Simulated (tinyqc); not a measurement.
# Fully depleted semiconductor-on-insulator film with two gates, non-linear Poisson equation by Newton steps: effects of single changes

One dimension across the film, front interface at x = 0, back interface at x = ts. psi is counted from the intrinsic level, n = ni exp(psi/Vt) (source grounded), holes neglected, acceptors ionised. Gates act through Cox = eps0 eox/tox and Cbox = 3.9 eps0/tb with potentials G1 = Vg - (phiM - chi - Vt ln(Nc/ni)) and G2 = Vb - (phiB - chi - Vt ln(Nc/ni)). Classical Boltzmann densities, no interface charge, no depletion in the back plane.

Parameters, values chosen for the exercise; band and dielectric values close to those of silicon: temperature T = 350 K; band gap Eg = 1.1 eV; relative permittivity eps_r = 11.8; conduction-band density of states at T Nc = 3.52e19 cm^-3; valence-band density of states at T Nv = 3.39e19 cm^-3; electron affinity chi = 4.06 eV; relative permittivity of the gate insulator (close to silicon nitride) eox = 7.72; insulator thickness tox = 6.7 nm; film thickness ts = 7.8 nm; buried-oxide thickness (eps_r 3.9) tb = 120 nm; acceptor density of the film Na = 1e15 cm^-3; work function of the front gate phiM = 4.72 eV; work function of the back plane phiB = 5.11 eV; back-gate voltage Vb = 0 V.

Constants: q = 1.602176634e-19 C, kB = 1.380649e-23 J/K, Vt = kB T/q, eps0 = 8.8541878128e-14 F/cm where lengths are in cm. Results are converted to the units shown.

Each table varies one quantity; the others keep the values above.

## Charge against front-gate voltage

ni = sqrt(Nc Nv) exp(-Eg/(2 Vt)), Eg in volts. The Poisson equation eps0 eps_r d2psi/dx2 = q (n + Na), with -eps0 eps_r dpsi/dx = Cox (G1 - psi) at x = 0 and eps0 eps_r dpsi/dx = Cbox (G2 - psi) at x = ts, is solved on 300 equal intervals with half boxes at both ends; N_inv is the trapezoid sum of n. Swing = ln 10/(d ln N_inv/dVg); the last column is (dN_inv/dVb)/(dN_inv/dVg).

Charge against front-gate voltage:
columns A: Vg (V); B: psi front (V); C: psi back (V); D: N_inv (cm^-2); E: centroid/ts; F: swing (mV/decade); G: q dN_inv/dVg over Cox; H: back/front leverage
```
A          B        C        D      E       F        G       H
0.14  0.0162  0.00532   4.66e5  0.470    72.1  2.34e-6  0.0379
0.29   0.162    0.148   5.61e7  0.462    72.1  2.82e-4  0.0377
0.44   0.307    0.290   6.51e9  0.452    74.9   0.0314  0.0375
0.59   0.421    0.391  2.20e11  0.417     166    0.480  0.0361
0.74   0.475    0.421  8.23e11  0.351     406    0.734  0.0338
0.89   0.507    0.431  1.57e12  0.296     689    0.826  0.0322
1.04   0.529    0.436  2.39e12  0.255     989    0.872  0.0312
1.19   0.546    0.439  3.23e12  0.224  1.30e3    0.900  0.0305
1.34   0.559    0.441  4.10e12  0.200  1.62e3    0.918  0.0301
```

N_inv passes 1e11 cm^-2 at Vg = 0.543 V. The swing starts at 72.1 mV a decade, against (1 + k) Vt ln 10 = 71.4 for a front channel with k = Cs Cbox/(Cox (Cs + Cbox)) = 0.0276, Cs = eps0 eps_r/ts; above threshold this column is no longer a subthreshold swing. The centroid falls from 0.470 to 0.200 of ts and the leverage of the back gate falls from 0.0379 to 0.0301. For Vg = 1.04, 1.19, 1.34 the density at an interface exceeds 0.3 Nc, where Boltzmann statistics fail. For Vg = 0.74, 0.89, 1.04, 1.19, 1.34 the classical centroid lies within 3 nm of an interface, where confinement, left out, would push it away.

## Threshold and coupling against the buried-oxide thickness

VT is the Vg for N_inv = 1e11 cm^-2; -dVT/dVb from the linearised equation. Limits with Cs = eps0 eps_r/ts: front channel Cs Cbox/(Cox (Cs + Cbox)), back channel Cbox (Cox + Cs)/(Cox Cs). Swing at N_inv = 1e8 cm^-2.

Results:
```
tb (nm)  VT (V)  centroid/ts at VT  -dVT/dVb  front-channel limit  back-channel limit  swing (mV/decade)
6         0.949              0.105     0.440                0.395               0.994                101
9.9       0.817              0.152     0.312                0.271               0.602               92.0
16        0.720              0.216     0.218                0.182               0.373               85.3
45        0.594              0.359    0.0919               0.0711               0.133               76.1
73        0.563              0.404    0.0590               0.0448              0.0817               73.7
120       0.543              0.434    0.0368               0.0276              0.0497               72.1
200       0.530              0.454    0.0224               0.0167              0.0298               71.1
```

Estimate the missing row, tb = 27 nm.

Computed row:
```
tb (nm)  VT (V)  centroid/ts at VT  -dVT/dVb  front-channel limit  back-channel limit  swing (mV/decade)
27        0.644              0.294     0.143                0.114               0.221               79.8
```

With this row back in the table: As tb goes from 6 to 200, VT falls from 0.949 to 0.530 V, the centroid rises from 0.105 to 0.454 of ts and -dVT/dVb falls from 0.440 to 0.0224. The coupling covers 7.58 % of the way from the front-channel to the back-channel limit in the first row and 43.7 % in the last.

Range of the model: In so thin a film or at such density quantum confinement moves the charge away from the interfaces and raises the threshold.

Program tinyqc, `OMP_NUM_THREADS=1 python tinyqc.py 2190143 2190144 out.jsonl`; Intel Xeon 2.30GHz, shared host, one thread, about 0.4 s.
